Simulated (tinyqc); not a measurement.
Inside a calculation: shallow acceptor in the spherical four-band model. Values are carried at full precision from step to step, so a last printed digit may differ when a step is redone from the rounded ones.

Units Ry* = Ry/(g1 eps^2) and a* = a0 eps g1; mu = (6 g3 + 4 g2)/(5 g1) is the spherical heavy-light coupling and delta = (g3 - g2)/g1 the cubic term, which is left out.

Constants: Ry = 13.60569312 eV; a0 (Bohr radius) = 0.5291772105 angstrom.

Inputs chosen for the exercise (near those of a shallow acceptor in GaAs; shifted at random, so the results belong to these values and not to a real crystal): g1 = 6.97 (Luttinger gamma1); g2 = 2.06 (gamma2); g3 = 2.93 (gamma3); eps = 13 (dielectric constant); al = (0.386, 2.32, 13.9) 1/a*^2 (exponents a_i, the same for f and g); Dso = 0.344 eV (spin-orbit splitting).

## Units and couplings

Give Ry*, a*, mu, delta and the spherical masses 1/(g1 (1 -/+ mu)).

Ry* = 11.551 meV
a* = 47.95 angstrom
mu = 0.7409
delta = 0.1248

heavy and light mass (m0): 0.5537  0.0824

A hydrogen model with the heavy mass would bind by Ry*/(1 - mu) = 44.6 meV and with the light mass by 6.6 meV. delta/mu = 0.17: the cubic term is a modest correction.

## Matrices in a small basis

The ground state 1S3/2 has an L = 0 part f(r) and an L = 2 part g(r). In units of Ry* and a*, with Gaussians f_i = exp(-a_i r^2), g_i = r^2 exp(-a_i r^2), A = a_i + a_j and I(n) = Gamma((n + 1)/2)/(2 A^((n + 1)/2)): S_ff = I(2), S_gg = I(6), H_ff = (6 a_i a_j/A) I(2) - 2 I(1), H_gg = (14 a_i a_j/A) I(6) - 2 I(5), H_fg = -mu [15 I(2) - 20 a_j I(4) + 4 a_j^2 I(6)]; each function is then normalised. The split-off band is left out.

Form S and H.

S, lower triangle:
```
        f1      f2      f3      g1      g2      g3
f1  1.0000
f2  0.5849  1.0000
f3  0.1847  0.5859  1.0000
g1       0       0       0  1.0000
g2       0       0       0  0.2861  1.0000
g3       0       0       0  0.0194  0.2873  1.0000
```

H (Ry*), lower triangle:
```
         f1       f2        f3      g1       g2       g3
f1  -0.8249
f2  -1.0100   2.0988
f3  -1.1590   1.6641   29.8011
g1  -1.1076  -1.9049   -0.7745  1.6445
g2  -0.3169  -6.6571  -11.4583  0.7592  13.6474
g3  -0.0215  -1.9125  -39.8854  0.0138   6.6037  90.9539
```

## Ground state in the small basis

Solve H u = E S u for the lowest level of the acceptor; the first half of the basis is L = 0 and the second L = 2. Give E, E without the f-g block, and the L = 2 weight u_g S_gg u_g with u S u = 1.

E = -1.973 Ry*
E without coupling = -0.914 Ry*
L = 2 weight = 0.232

Without the coupling the exact value is -1, which this basis, tuned to the compact coupled state, misses by 0.086. The coupling to L = 2 takes the level to 1.97 times that exact value.

## Converged result

Converged values use 22 exponents 2.2^i, i = -7 to 14, for f and for g.
Ground and next level of the same symmetry, L = 2 weight and mean radius.

1S3/2 and 2S3/2 (Ry*): -2.084  -0.615

binding energies (meV): 24.1  7.1

L = 2 weight = 0.252
<r> = 37.7 angstrom

The small basis reaches 95 % of the binding. The ratio 1S/2S is 3.39 (4 for hydrogen). The binding is 0.07 of Dso, so leaving out the split-off band is safe.

## Checks

- Level at mu = 0 against -1 Ry*: both -1.0000.
- Ground level from a second, denser basis, Ry*: both -2.084.

Program tinyqc; command `OMP_NUM_THREADS=1 python tinyqc.py 1252017 1252018 out.jsonl`; about 0.04 s on one thread of a shared Intel(R) Xeon(R) Processor @ 2.30GHz.
